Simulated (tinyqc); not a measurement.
The internal displacement: deformation potentials from a strained empirical pseudopotential.

Diamond lattice, no spin-orbit coupling. Atomic form factor V(q) = a1 (q^2 - a2)/(a3 exp(a4 q^2) - 1) in rydberg with q in 1/bohr, for the unstrained cell. Under a strain e the reciprocal vectors and k go over into (1 + e)^(-1) G, the atoms sit at +/- tau with tau = (1 + e) a (1,1,1)/8 - zeta a (eyz, ezx, exy)/4, and H(G,G') = c |k + G|^2 delta + (V(q)/det(1 + e)) cos(q.tau), q = G - G', with the term q = 0 left out; c = hbar^2/2m0. The basis is fixed before straining: all G with |k + G|^2 up to 16 (2 pi/a)^2. k is given in units of 2 pi/a of the unstrained cell.

Constants: hbar^2/2m0 = 3.80998211 eV angstrom^2; Ry = 13.60569312 eV; a0 (Bohr radius) = 0.5291772105 angstrom.

Values chosen for the exercise (out of a larger set: a germanium-sized cell with gaps well above those of Ge; not measured data):
```
symbol  value                         unit      meaning
a       5.669                         angstrom  lattice constant
A       (0.397, 2.436, 2.054, 0.459)            a1 (Ry bohr^2), a2 (1/bohr^2), a3, a4 (bohr^2)
h       0.005                                   size of the test strain
```

Xu of L (level 5, the lowest empty one) and d from exy = eyz = ezx = h for several zeta: Xu = [E(L [111]) - E(L [1-1-1])]/((8/3) h), d = (single valence level - pair)/(3 sqrt(3) h). zeta = 0 strains the bonds with the lattice; zeta = 1 keeps all four bond lengths equal to first order.

Results:
```
zeta  Xu (L) (eV)  d (eV)
0.00         8.65    1.89
0.25         9.88   -0.51
0.50        11.13   -2.91
0.60        11.63   -3.87
0.75        12.39   -5.32
1.00        13.66   -7.72
```

From zeta = 0 to 1, d goes from 1.89 to -7.72 eV and Xu (L) from 8.65 to 13.66 eV, both nearly linearly: the displacement is an optical-phonon mode, and d = d(0) - zeta d0/4 gives its deformation potential d0 = 38 eV. Leaving the relaxation out (zeta = 0 for 0.5) moves d by +4.80 eV, which reverses its sign, and Xu (L) by -2.48 eV. Tetragonal strain has no such freedom.

(tinyqc, `OMP_NUM_THREADS=1 python tinyqc.py 1880531 1880532 out.jsonl`, Intel(R) Xeon(R) Processor @ 2.30GHz, 1 thread, shared host, about 0.2 s.)
